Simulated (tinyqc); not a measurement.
Worked calculation (part 1 of 2): RKS/PBE in the sto-3g basis, for BeH2, spin multiplicity 1. Computed by tinyqc, a small Python program that keeps every step (integrals from PySCF). Settings: charge = 0, multiplicity = 1, basis = sto-3g, energy threshold = 1e-09, iteration cap = 83, orthogonalisation = symmetric, start = atomic densities, DIIS depth = 3, damping = 0.2, method = RKS, functional = pbe,pbe, grid = [15, 14]. Command: `OMP_NUM_THREADS=1 python tinyqc.py 27112 27113 out.jsonl` (the two numbers bound the seeds that draw the settings). One thread of a shared host (Intel(R) Xeon(R) Processor @ 2.60GHz), about 1 s of CPU time with the checks. Later iterations appear only in the table of the cycle.

## One-electron integrals

Geometry (angstrom):
```
atom       x        y       z
Be    0.0000   0.0000  0.0000
H     0.0000   1.6760  0.1370
H     0.0000  -1.6760  0.1370
```

Basis sto-3g: exponents (1/bohr^2) and contraction coefficients of normalised primitives:
```
element  l (shell)  exponent  coefficient
Be           s (1)   30.1679       0.1543
Be           s (1)    5.4951       0.5353
Be           s (1)    1.4872       0.4446
Be           s (2)    1.3148      -0.1000
Be           s (2)    0.3055       0.3995
Be           s (2)    0.0994       0.7001
Be           p (3)    1.3148       0.1559
Be           p (3)    0.3055       0.6077
Be           p (3)    0.0994       0.3920
H            s (1)    3.4253       0.1543
H            s (1)    0.6239       0.5353
H            s (1)    0.1689       0.4446
```

Overlap, kinetic and nuclear-attraction integrals over the contracted functions; the nuclear repulsion is the sum of Za Zb / Rab.

nuclear repulsion = 2.675378 hartree

overlap S, lower triangle:
```
         1Be 1s  1Be 2s  1Be 2px  1Be 2py  1Be 2pz   2H 1s   3H 1s
1Be 1s   1.0000
1Be 2s   0.2595  1.0000
1Be 2px  0.0000  0.0000   1.0000
1Be 2py  0.0000  0.0000   0.0000   1.0000
1Be 2pz  0.0000  0.0000   0.0000   0.0000   1.0000
2H 1s    0.0328  0.3309   0.0000   0.4149   0.0339  1.0000
3H 1s    0.0328  0.3309   0.0000  -0.4149   0.0339  0.0084  1.0000
```

kinetic energy T (hartree), lower triangle:
```
          1Be 1s  1Be 2s  1Be 2px  1Be 2py  1Be 2pz    2H 1s   3H 1s
1Be 1s    6.6940
1Be 2s   -0.0330  0.2111
1Be 2px   0.0000  0.0000   0.6606
1Be 2py   0.0000  0.0000   0.0000   0.6606
1Be 2pz   0.0000  0.0000   0.0000   0.0000   0.6606
2H 1s    -0.0094  0.0273   0.0000   0.0970   0.0079   0.7600
3H 1s    -0.0094  0.0273   0.0000  -0.0970   0.0079  -0.0040  0.7600
```

nuclear attraction V (hartree), lower triangle:
```
           1Be 1s   1Be 2s  1Be 2px  1Be 2py  1Be 2pz    2H 1s    3H 1s
1Be 1s   -15.1905
1Be 2s    -2.0626  -2.9275
1Be 2px    0.0000   0.0000  -2.8554
1Be 2py    0.0000   0.0000   0.0000  -3.0146
1Be 2pz   -0.0019  -0.0180   0.0000   0.0000  -2.8564
2H 1s     -0.2596  -0.8639   0.0000  -1.0535  -0.0874  -2.6410
3H 1s     -0.2596  -0.8639   0.0000   1.0535  -0.0874  -0.0269  -2.6410
```

core Hamiltonian H = T + V (hartree), lower triangle:
```
          1Be 1s   1Be 2s  1Be 2px  1Be 2py  1Be 2pz    2H 1s    3H 1s
1Be 1s   -8.4965
1Be 2s   -2.0956  -2.7164
1Be 2px   0.0000   0.0000  -2.1948
1Be 2py   0.0000   0.0000   0.0000  -2.3540
1Be 2pz  -0.0019  -0.0180   0.0000   0.0000  -2.1958
2H 1s    -0.2690  -0.8367   0.0000  -0.9566  -0.0794  -1.8809
3H 1s    -0.2690  -0.8367   0.0000   0.9566  -0.0794  -0.0309  -1.8809
```

## Two-electron integrals

Functions are numbered as in S; the eight-fold symmetry (ij|kl) = (ji|kl) = (kl|ij) leaves the list below.

Two-electron integrals (ij|kl) in chemists' order, unique and non-zero (hartree):
```
(11|11) 2.2988      (21|11) 0.3920      (21|21) 0.0795      (22|11) 0.5710
(22|21) 0.1430      (22|22) 0.4177      (31|31) 0.0146      (32|31) 0.0219
(32|32) 0.0923      (33|11) 0.5696      (33|21) 0.1431      (33|22) 0.4176
(33|33) 0.4499      (41|41) 0.0146      (42|41) 0.0219      (42|42) 0.0923
(43|43) 0.0242      (44|11) 0.5696      (44|21) 0.1431      (44|22) 0.4176
(44|33) 0.4014      (44|44) 0.4499      (51|51) 0.0146      (52|51) 0.0219
(52|52) 0.0923      (53|53) 0.0242      (54|54) 0.0242      (55|11) 0.5696
(55|21) 0.1431      (55|22) 0.4176      (55|33) 0.4014      (55|44) 0.4014
(55|55) 0.4499      (61|11) 0.0489      (61|21) 0.0099      (61|22) 0.0180
(61|33) 0.0179      (61|41) 0.0009      (61|42) 0.0017      (61|44) 0.0183
(61|51) 7.14e-05    (61|52) 1.35e-04    (61|54) 2.96e-05    (61|55) 0.0179
(61|61) 0.0013      (62|11) 0.1425      (62|21) 0.0363      (62|22) 0.1189
(62|33) 0.1141      (62|41) 0.0047      (62|42) 0.0310      (62|44) 0.1282
(62|51) 3.82e-04    (62|52) 0.0025      (62|54) 0.0012      (62|55) 0.1142
(62|61) 0.0050      (62|62) 0.0548      (63|31) 0.0030      (63|32) 0.0148
(63|43) 0.0051      (63|53) 4.16e-04    (63|63) 0.0044      (64|11) 0.1618
(64|21) 0.0417      (64|22) 0.1427      (64|33) 0.1343      (64|41) 0.0075
(64|42) 0.0476      (64|44) 0.1591      (64|51) 3.64e-04    (64|52) 0.0027
(64|54) 0.0016      (64|55) 0.1344      (64|61) 0.0060      (64|62) 0.0740
(64|64) 0.1023      (65|11) 0.0132      (65|21) 0.0034      (65|22) 0.0117
(65|33) 0.0110      (65|41) 3.64e-04    (65|42) 0.0027      (65|44) 0.0122
(65|51) 0.0030      (65|52) 0.0150      (65|54) 0.0052      (65|55) 0.0118
(65|61) 4.87e-04    (65|62) 0.0061      (65|64) 0.0080      (65|65) 0.0051
(66|11) 0.3140      (66|21) 0.0814      (66|22) 0.2997      (66|33) 0.2789
(66|41) 0.0111      (66|42) 0.0983      (66|44) 0.3405      (66|51) 0.0009
(66|52) 0.0080      (66|54) 0.0050      (66|55) 0.2793      (66|61) 0.0114
(66|62) 0.1828      (66|64) 0.2599      (66|65) 0.0212      (66|66) 0.7746
(71|11) 0.0489      (71|21) 0.0099      (71|22) 0.0180      (71|33) 0.0179
(71|41) -0.0009     (71|42) -0.0017     (71|44) 0.0183      (71|51) 7.14e-05
(71|52) 1.35e-04    (71|54) -2.96e-05   (71|55) 0.0179      (71|61) 0.0012
(71|62) 0.0042      (71|64) 0.0047      (71|65) 4.17e-04    (71|66) 0.0095
(71|71) 0.0013      (72|11) 0.1425      (72|21) 0.0363      (72|22) 0.1189
(72|33) 0.1141      (72|41) -0.0047     (72|42) -0.0310     (72|44) 0.1282
(72|51) 3.82e-04    (72|52) 0.0025      (72|54) -0.0012     (72|55) 0.1142
(72|61) 0.0042      (72|62) 0.0259      (72|64) 0.0291      (72|65) 0.0028
(72|66) 0.0631      (72|71) 0.0050      (72|72) 0.0548      (73|31) 0.0030
(73|32) 0.0148      (73|43) -0.0051     (73|53) 4.16e-04    (73|63) 0.0015
(73|73) 0.0044      (74|11) -0.1618     (74|21) -0.0417     (74|22) -0.1427
(74|33) -0.1343     (74|41) 0.0075      (74|42) 0.0476      (74|44) -0.1591
(74|51) -3.64e-04   (74|52) -0.0027     (74|54) 0.0016      (74|55) -0.1344
(74|61) -0.0047     (74|62) -0.0291     (74|64) -0.0321     (74|65) -0.0032
(74|66) -0.0711     (74|71) -0.0060     (74|72) -0.0740     (74|74) 0.1023
(75|11) 0.0132      (75|21) 0.0034      (75|22) 0.0117      (75|33) 0.0110
(75|41) -3.64e-04   (75|42) -0.0027     (75|44) 0.0122      (75|51) 0.0030
(75|52) 0.0150      (75|54) -0.0052     (75|55) 0.0118      (75|61) 4.17e-04
(75|62) 0.0028      (75|64) 0.0032      (75|65) 0.0018      (75|66) 0.0070
(75|71) 4.87e-04    (75|72) 0.0061      (75|74) -0.0080     (75|75) 0.0051
(76|11) 0.0052      (76|21) 0.0013      (76|22) 0.0036      (76|33) 0.0036
(76|44) 0.0037      (76|51) 2.99e-05    (76|52) 1.50e-04    (76|55) 0.0036
(76|61) 1.62e-04    (76|62) 0.0011      (76|64) 0.0013      (76|65) 1.30e-04
(76|66) 0.0027      (76|71) 1.62e-04    (76|72) 0.0011      (76|74) -0.0013
(76|75) 1.30e-04    (76|76) 3.24e-05    (77|11) 0.3140      (77|21) 0.0814
(77|22) 0.2997      (77|33) 0.2789      (77|41) -0.0111     (77|42) -0.0983
(77|44) 0.3405      (77|51) 0.0009      (77|52) 0.0080      (77|54) -0.0050
(77|55) 0.2793      (77|61) 0.0095      (77|62) 0.0631      (77|64) 0.0711
(77|65) 0.0070      (77|66) 0.1579      (77|71) 0.0114      (77|72) 0.1828
(77|74) -0.2599     (77|75) 0.0212      (77|76) 0.0027      (77|77) 0.7746
```

## Orthogonalisation

S = U s U^T; symmetric (Loewdin) form X = U s^(-1/2) U^T, so that X^T S X = 1.

eigenvalues of S: 0.4089  0.4852  0.9517  1.0000  1.0111  1.5604  1.5826

X, lower triangle:
```
          1Be 1s   1Be 2s  1Be 2px  1Be 2py  1Be 2pz    2H 1s   3H 1s
1Be 1s    1.0284
1Be 2s   -0.1484   1.1305
1Be 2px   0.0000   0.0000   1.0000
1Be 2py   0.0000   0.0000   0.0000   1.1766
1Be 2pz  -0.0013   0.0103   0.0000   0.0000   1.0010
2H 1s     0.0205  -0.1973   0.0000  -0.2718  -0.0197   1.1389
3H 1s     0.0205  -0.1973   0.0000   0.2718  -0.0197  -0.0432  1.1389
```

## Starting guess

The start is atomic minimal-basis densities projected into this basis (PySCF's MINAO start) and scaled to the electron count of each spin; this density is not idempotent, so its energy is not variational and may lie below the converged one.

D at the start, lower triangle:
```
          1Be 1s   1Be 2s  1Be 2px  1Be 2py  1Be 2pz   2H 1s   3H 1s
1Be 1s    2.1529
1Be 2s   -0.5203   2.0341
1Be 2px   0.0000   0.0000   0.0000
1Be 2py   0.0000   0.0000   0.0000   0.0028
1Be 2pz   0.0017  -0.0042   0.0000   0.0000   0.0000
2H 1s    -0.0329   0.1338   0.0000   0.0358   0.0025  0.9239
3H 1s    -0.0329   0.1338   0.0000  -0.0358   0.0025  0.0097  0.9239
```

## Iteration 1: exchange-correlation on the grid

Becke grid with 15 radial and 14 angular points per atom, points of zero weight dropped. rho = sum D_ij phi_i phi_j; V_xc,ij = sum w v_xc phi_i phi_j plus the gradient terms; v_xc is d(rho eps)/d rho at fixed gradient.

The 16 grid points with the largest w rho, of 624 (bohr, atomic units):
```
x              y        z       w     rho  |grad rho|^2   eps_xc     v_xc
0.0000    2.0458   0.0000  1.2214  0.0555        0.0032  -0.3321  -0.4279
0.0000   -2.0458   0.0000  1.2214  0.0555        0.0032  -0.3321  -0.4279
0.1801   -0.1801   0.1801  0.0183  3.2136      557.7966  -1.2498  -1.4149
-0.1801   0.1801   0.1801  0.0183  3.2136      557.7966  -1.2498  -1.4149
-0.1801  -0.1801   0.1801  0.0183  3.2136      557.7966  -1.2498  -1.4149
0.1801    0.1801   0.1801  0.0183  3.2136      557.7966  -1.2498  -1.4149
0.1801   -0.1801  -0.1801  0.0183  3.2130      557.7535  -1.2497  -1.4148
0.1801    0.1801  -0.1801  0.0183  3.2130      557.7535  -1.2497  -1.4148
-0.1801   0.1801  -0.1801  0.0183  3.2130      557.7535  -1.2497  -1.4148
-0.1801  -0.1801  -0.1801  0.0183  3.2130      557.7535  -1.2497  -1.4148
1.1812    1.1812   1.1812  2.8171  0.0188        0.0006  -0.2422  -0.2989
-1.1812   1.1812   1.1812  2.8171  0.0188        0.0006  -0.2422  -0.2989
-1.1812  -1.1812   1.1812  2.8171  0.0188        0.0006  -0.2422  -0.2989
1.1812   -1.1812   1.1812  2.8171  0.0188        0.0006  -0.2422  -0.2989
0.0000    0.0000   0.3120  0.0162  3.2138      557.8438  -1.2498  -1.4149
0.0000   -0.3120   0.0000  0.0162  3.2135      557.7100  -1.2498  -1.4149
```

electrons on the grid, sum of w rho = 5.9855

E_xc = sum of w rho eps_xc = -3.528892 hartree

V_xc (hartree), lower triangle:
```
          1Be 1s   1Be 2s  1Be 2px  1Be 2py  1Be 2pz    2H 1s    3H 1s
1Be 1s   -1.4889
1Be 2s   -0.2108  -0.3226
1Be 2px   0.0000   0.0000  -0.3086
1Be 2py   0.0000   0.0000   0.0000  -0.3418
1Be 2pz  -0.0001  -0.0022   0.0000   0.0000  -0.3090
2H 1s    -0.0266  -0.1126   0.0000  -0.1459  -0.0123  -0.4309
3H 1s    -0.0266  -0.1126   0.0000   0.1459  -0.0123  -0.0030  -0.4309
```

## Iteration 1: building the Kohn-Sham matrix

J_ij = sum D_kl (ij|kl); F = H + J + V_xc; E = tr D H + tr D J / 2 + E_xc + E_nn.

Coulomb J (hartree), lower triangle:
```
         1Be 1s  1Be 2s  1Be 2px  1Be 2py  1Be 2pz   2H 1s   3H 1s
1Be 1s   6.3775
1Be 2s   1.2271  2.5667
1Be 2px  0.0000  0.0000   2.5212
1Be 2py  0.0000  0.0000   0.0000   2.6463
1Be 2pz  0.0018  0.0160   0.0000   0.0000   2.5221
2H 1s    0.1541  0.7667   0.0000   0.9380   0.0778  2.1515
3H 1s    0.1541  0.7667   0.0000  -0.9380   0.0778  0.0230  2.1515
```

Kohn-Sham matrix F (hartree), lower triangle:
```
          1Be 1s   1Be 2s  1Be 2px  1Be 2py  1Be 2pz    2H 1s    3H 1s
1Be 1s   -3.6079
1Be 2s   -1.0793  -0.4723
1Be 2px   0.0000   0.0000   0.0179
1Be 2py   0.0000   0.0000   0.0000  -0.0495
1Be 2pz  -0.0001  -0.0042   0.0000   0.0000   0.0172
2H 1s    -0.1415  -0.1826   0.0000  -0.1644  -0.0139  -0.1603
3H 1s    -0.1415  -0.1826   0.0000   0.1644  -0.0139  -0.0109  -0.1603
```

total energy of this density = -15.431419 hartree

This density is the starting one; it is not idempotent, so its energy is not variational and may lie below the converged one.

## Iteration 1: diagonalisation and new density

Diagonalise F' = X^T F X, C = X C', fill 3 alpha and 3 beta electrons from the bottom; D = 2 C_occ C_occ^T; the new density keeps 0.2 of the old one (damping). Each column has its largest component positive (the first on a tie).

F' = X^T F X (hartree), lower triangle:
```
         1        2       3        4        5        6        7
1  -3.5065
2  -0.6080  -0.1879
3   0.0000   0.0000  0.0179
4   0.0000   0.0000  0.0000   0.1198
5  -0.0015   0.0046  0.0000   0.0000   0.0182
6   0.0003  -0.1196  0.0000  -0.1891  -0.0136  -0.0432
7   0.0003  -0.1196  0.0000   0.1891  -0.0136  -0.0384  -0.0432
```

orbital energies (hartree): MO1 -3.6146, MO2 -0.2478, MO3 -0.2172, MO4 0.0146, MO5 0.0179, MO6 0.0900, MO7 0.3321

coefficients C:
```
             MO1      MO2      MO3      MO4     MO5      MO6      MO7
1Be 1s    0.9867  -0.2149   0.0000   0.0636  0.0000  -0.2380   0.0000
1Be 2s    0.0495   0.6037   0.0000  -0.2452  0.0000   0.9752   0.0000
1Be 2px   0.0000   0.0000   0.0000   0.0000  1.0000   0.0000   0.0000
1Be 2py   0.0000   0.0000   0.4305   0.0000  0.0000   0.0000   1.1605
1Be 2pz   0.0006   0.0264   0.0000   0.9674  0.0000   0.2577   0.0000
2H 1s    -0.0080   0.4098   0.4857   0.1239  0.0000  -0.6758  -0.7326
3H 1s    -0.0080   0.4098  -0.4857   0.1239  0.0000  -0.6758   0.7326
```

D after iteration 1, lower triangle:
```
          1Be 1s  1Be 2s  1Be 2px  1Be 2py  1Be 2pz    2H 1s   3H 1s
1Be 1s    2.0622
1Be 2s   -0.2335  0.9938
1Be 2px   0.0000  0.0000   0.0000
1Be 2py   0.0000  0.0000   0.0000   0.2970
1Be 2pz  -0.0078  0.0247   0.0000   0.0000   0.0011
2H 1s    -0.1601  0.4220   0.0000   0.3416   0.0178   0.8310
3H 1s    -0.1601  0.4220   0.0000  -0.3416   0.0178  -0.1066  0.8310
```

## Iteration 2: exchange-correlation on the grid

As before.

The 16 grid points with the largest w rho, of 624 (bohr, atomic units):
```
x              y        z       w     rho  |grad rho|^2   eps_xc     v_xc
0.0000    2.0458   0.0000  1.2214  0.0786        0.0046  -0.3685  -0.4787
0.0000   -2.0458   0.0000  1.2214  0.0786        0.0046  -0.3685  -0.4787
0.1801   -0.1801  -0.1801  0.0183  3.1414      522.4249  -1.2401  -1.4052
0.1801    0.1801  -0.1801  0.0183  3.1414      522.4249  -1.2401  -1.4052
-0.1801   0.1801  -0.1801  0.0183  3.1414      522.4249  -1.2401  -1.4052
-0.1801  -0.1801  -0.1801  0.0183  3.1414      522.4249  -1.2401  -1.4052
0.1801   -0.1801   0.1801  0.0183  3.1389      522.0648  -1.2399  -1.4048
-0.1801   0.1801   0.1801  0.0183  3.1389      522.0648  -1.2399  -1.4048
-0.1801  -0.1801   0.1801  0.0183  3.1389      522.0648  -1.2399  -1.4048
0.1801    0.1801   0.1801  0.0183  3.1389      522.0648  -1.2399  -1.4048
0.0000   -1.4000   0.0000  0.8885  0.0585      1.09e-04  -0.3362  -0.4388
0.0000    1.4000   0.0000  0.8885  0.0585      1.09e-04  -0.3362  -0.4388
0.0000    0.3120   0.0000  0.0162  3.1454      520.8609  -1.2401  -1.4064
0.0000   -0.3120   0.0000  0.0162  3.1454      520.8609  -1.2401  -1.4064
0.0000    0.0000  -0.3120  0.0162  3.1398      523.2304  -1.2402  -1.4047
0.3120    0.0000   0.0000  0.0162  3.1376      522.9324  -1.2400  -1.4043
```

electrons on the grid, sum of w rho = 5.9660

E_xc = sum of w rho eps_xc = -3.508672 hartree

V_xc (hartree), lower triangle:
```
          1Be 1s   1Be 2s  1Be 2px  1Be 2py  1Be 2pz    2H 1s    3H 1s
1Be 1s   -1.4791
1Be 2s   -0.2092  -0.3086
1Be 2px   0.0000   0.0000  -0.2832
1Be 2py   0.0000   0.0000   0.0000  -0.3515
1Be 2pz  -0.0004  -0.0068   0.0000   0.0000  -0.2838
2H 1s    -0.0265  -0.1157   0.0000  -0.1534  -0.0131  -0.4451
3H 1s    -0.0265  -0.1157   0.0000   0.1534  -0.0131  -0.0030  -0.4451
```

## Iteration 2: building the Kohn-Sham matrix

As before.

Coulomb J (hartree), lower triangle:
```
         1Be 1s  1Be 2s  1Be 2px  1Be 2py  1Be 2pz   2H 1s   3H 1s
1Be 1s   6.2469
1Be 2s   1.2034  2.5325
1Be 2px  0.0000  0.0000   2.4707
1Be 2py  0.0000  0.0000   0.0000   2.6450
1Be 2pz  0.0037  0.0265   0.0000   0.0000   2.4717
2H 1s    0.1513  0.7734   0.0000   0.9542   0.0802  2.2114
3H 1s    0.1513  0.7734   0.0000  -0.9542   0.0802  0.0228  2.2114
```

Kohn-Sham matrix F (hartree), lower triangle:
```
          1Be 1s   1Be 2s  1Be 2px  1Be 2py  1Be 2pz    2H 1s    3H 1s
1Be 1s   -3.7287
1Be 2s   -1.1014  -0.4925
1Be 2px   0.0000   0.0000  -0.0074
1Be 2py   0.0000   0.0000   0.0000  -0.0604
1Be 2pz   0.0014   0.0016   0.0000   0.0000  -0.0079
2H 1s    -0.1442  -0.1790   0.0000  -0.1557  -0.0123  -0.1146
3H 1s    -0.1442  -0.1790   0.0000   0.1557  -0.0123  -0.0110  -0.1146
```

total energy of this density = -15.543013 hartree

This density is a damped mixture and is not idempotent, and it still holds part of the atomic start, so its energy may lie below the converged one.

## Iteration 2: DIIS over 2 matrices

error matrix X^T (FDS - SDF) X:
```
        1        2       3        4        5        6        7
1  0.0000  -0.0261  0.0000   0.0000  -0.0029  -0.0281  -0.0281
2  0.0261   0.0000  0.0000   0.0000  -0.0063  -0.0351  -0.0351
3  0.0000   0.0000  0.0000   0.0000   0.0000   0.0000   0.0000
4  0.0000   0.0000  0.0000   0.0000   0.0000  -0.0631   0.0631
5  0.0029   0.0063  0.0000   0.0000   0.0000  -0.0008  -0.0008
6  0.0281   0.0351  0.0000   0.0631   0.0008   0.0000   0.0000
7  0.0281   0.0351  0.0000  -0.0631   0.0008   0.0000   0.0000
```

B (overlaps of the stored error matrices):
```
               1              2
1  2.7229009e-01  4.7730189e-02
2  4.7730189e-02  2.5468257e-02
```

Minimise |sum c_i e_i|^2 with sum c_i = 1: solve [B -1; -1 0][c; lambda] = [0; -1] with B_ij = tr e_i^T e_j, and take F = sum c_i F_i.

DIIS coefficients: -0.1100  1.1100

extrapolated F (hartree), lower triangle:
```
          1Be 1s   1Be 2s  1Be 2px  1Be 2py  1Be 2pz    2H 1s    3H 1s
1Be 1s   -3.7420
1Be 2s   -1.1038  -0.4947
1Be 2px   0.0000   0.0000  -0.0101
1Be 2py   0.0000   0.0000   0.0000  -0.0616
1Be 2pz   0.0016   0.0023   0.0000   0.0000  -0.0107
2H 1s    -0.1445  -0.1786   0.0000  -0.1548  -0.0122  -0.1096
3H 1s    -0.1445  -0.1786   0.0000   0.1548  -0.0122  -0.0111  -0.1096
```

## Iteration 2: diagonalisation and new density

As before.

F' = X^T F X (hartree), lower triangle:
```
         1        2        3        4        5        6       7
1  -3.6416
2  -0.6116  -0.2111
3   0.0000   0.0000  -0.0101
4   0.0000   0.0000   0.0000   0.0981
5  -0.0006   0.0106   0.0000   0.0000  -0.0097
6  -0.0011  -0.1208   0.0000  -0.1868  -0.0134   0.0130
7  -0.0011  -0.1208   0.0000   0.1868  -0.0134  -0.0391  0.0130
```

orbital energies (hartree): MO1 -3.7476, MO2 -0.2384, MO3 -0.1900, MO4 -0.0134, MO5 -0.0101, MO6 0.1110, MO7 0.3403

coefficients C:
```
             MO1      MO2      MO3      MO4     MO5      MO6      MO7
1Be 1s    0.9881  -0.2393   0.0000   0.0406  0.0000  -0.2125   0.0000
1Be 2s    0.0445   0.7192   0.0000  -0.1633  0.0000   0.9122   0.0000
1Be 2px   0.0000   0.0000   0.0000   0.0000  1.0000   0.0000   0.0000
1Be 2py   0.0000   0.0000   0.5117   0.0000  0.0000   0.0000   1.1271
1Be 2pz   0.0000   0.0062   0.0000   0.9805  0.0000   0.2036   0.0000
2H 1s    -0.0071   0.3260   0.4325   0.1038  0.0000  -0.7232  -0.7652
3H 1s    -0.0071   0.3260  -0.4325   0.1038  0.0000  -0.7232   0.7652
```

D after iteration 2, lower triangle:
```
          1Be 1s  1Be 2s  1Be 2px  1Be 2py  1Be 2pz    2H 1s   3H 1s
1Be 1s    2.0664
1Be 2s   -0.2517  1.0296
1Be 2px   0.0000  0.0000   0.0000
1Be 2py   0.0000  0.0000   0.0000   0.4783
1Be 2pz  -0.0039  0.0121   0.0000   0.0000   0.0003
2H 1s    -0.1681  0.4591   0.0000   0.4224   0.0068   0.6356
3H 1s    -0.1681  0.4591   0.0000  -0.4224   0.0068  -0.1504  0.6356
```
